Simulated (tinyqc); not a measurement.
Width of the well: quantum-confined Stark effect in a modulator well.

Envelopes on cells of 0.5 angstrom over the well |z| < L/2 and 45 angstrom of barrier on each side, psi = 0 beyond, psi'/m continuous (mean mass between points), c = hbar^2/2m0. The electron sees + e F z and the hole - e F z, each with its offset in the barriers; 1 kV/cm = 1e-5 eV/angstrom. Light holes, band mixing and escape by tunnelling are left out.

Exciton: in-plane function exp(-rho/lam), 1/mu = 1/me + 1/mp, E(lam) = c/(mu lam^2) - (q/eps) times the integral over k of Fm(k)(1 + (k lam/2)^2)^(-3/2), Fm(k) the double integral of psi_e^2 psi_h^2 exp(-k |z - z'|), q = e^2/(4 pi eps0); binding Eb = -E at the minimum. Line at Eg + E_e + E_h - Eb, strength proportional to overlap^2/lam^2.

Constants: hbar^2/2m0 = 3.80998211 eV angstrom^2; e^2/(4 pi eps0) = 14.39964547 eV angstrom; hc = 1239.841984 eV nm.

Inputs chosen for the exercise (near those of a Ge well in SiGe, direct gap; not measured data): Vc = 0.387 eV (conduction offset); Vv = 0.105 eV (heavy-hole offset); me = 0.042 m0 (electron, well); meb = 0.0554 m0 (electron, barrier); mh = 0.22 m0 (heavy hole along z, well); mhb = 0.228 m0 (heavy hole, barrier); Eg = 0.843 eV (gap of the well); mp = 0.067 m0 (heavy hole in the plane); eps = 15.3 (dielectric constant); Ls = (56, 74, 92, 112, 136, 164) angstrom (widths); F_L = 58 kV/cm (field for this table).

Zero-field line, its shift at F_L and the relative strength.

Results:

| L (angstrom) | line at F = 0 (nm) | Eb (meV) | shift (meV) | relative strength | shift x strength (meV) |
|---|---|---|---|---|---|
| 56 | 1278.7 | 4.43 | -1.74 | 0.957 | 1.67 |
| 74 | 1332.9 | 4.27 | -3.15 | 0.901 | 2.84 |
| 92 | 1368.2 | 4.13 | -5.42 | 0.792 | 4.30 |
| 112 | 1394.3 | 3.97 | -9.08 | 0.616 | 5.59 |
| 136 | 1415.0 | 3.81 | -15.02 | 0.385 | 5.79 |
| 164 | 1430.6 | 3.64 | -23.82 | 0.180 | 4.29 |

The shift grows with exponent 2.13 in L over the first two rows and 2.46 over the last two, against 4 for hard walls at second order; leakage lowers it in narrow wells and saturation in wide ones. The strength falls from 0.96 to 0.18, and the product of the two is largest at 136 angstrom.

Run: tinyqc, `OMP_NUM_THREADS=1 python tinyqc.py 1280069 1280070 out.jsonl`; Intel(R) Xeon(R) Processor @ 2.30GHz, one thread, shared host; about 0.2 s of CPU time with all checks.
